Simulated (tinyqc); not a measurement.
Deformation-potential model of the Delta valleys of a conduction band: one step. Conductivity mass tensor. Two cases, with inputs chosen for the exercise.

Task: With one scattering time for all valleys the conductivity goes as M = sum_i n_i (inverse mass tensor of valley i); along the unit vector u, 1/m_c = u.M.u. Without stress 1/m_c = (1/ml + 2/mt)/3. Take u along [1-10].

Valleys with axes along x, y and z, each a pair at +k and -k. Herring-Vogt shift of a valley with unit axis a: dE = Xd tr(e) + Xu a.e.a. Non-degenerate shares n_i = exp(-dE_i/kT)/sum_j exp(-dE_j/kT). Inverse mass tensor of a valley: (1 - a a)/mt + a a/ml; the masses are taken as independent of strain.

Case 1.

Values chosen (out of a larger set: near those of Si; not measured data): ml = 0.942 m0 (longitudinal mass); mt = 0.185 m0 (transverse mass).

shares: x 0.989037, y 0.005482, z 0.005482

Case 2.

Values chosen (out of a larger set: near those of Si; not measured data): ml = 0.947 m0 (longitudinal mass); mt = 0.196 m0 (transverse mass).

shares: x 0.001024, y 0.499488, z 0.499488

Give: M; m_c along [1-10]; m_c without stress.

Result:

Case 1.

M (1/m0):
```
,x,y,z
x,1.109,0.000,0.000
y,0.000,5.382,0.000
z,0.000,0.000,5.382
```

m_c along [1-10] = 0.3081 m0
m_c without stress = 0.2527 m0

The repopulation alone changes the mobility along [1-10] by -18.0 %; with all electrons in the valleys lightest or heaviest along this direction it would change by +37 or -18 %.

Case 2.

M (1/m0):
```
,x,y,z
x,5.098,0.000,0.000
y,0.000,3.081,0.000
z,0.000,0.000,3.081
```

m_c along [1-10] = 0.2445 m0
m_c without stress = 0.2664 m0

The repopulation alone changes the mobility along [1-10] by +9.0 %; with all electrons in the valleys lightest or heaviest along this direction it would change by +36 or -18 %.

Computed by tinyqc, one run a case: `OMP_NUM_THREADS=1 python tinyqc.py N N+1 out.jsonl` with N = 1050981, 1080402; one thread of a shared Intel(R) Xeon(R) Processor @ 2.30GHz, about 0.02 s a run at most.
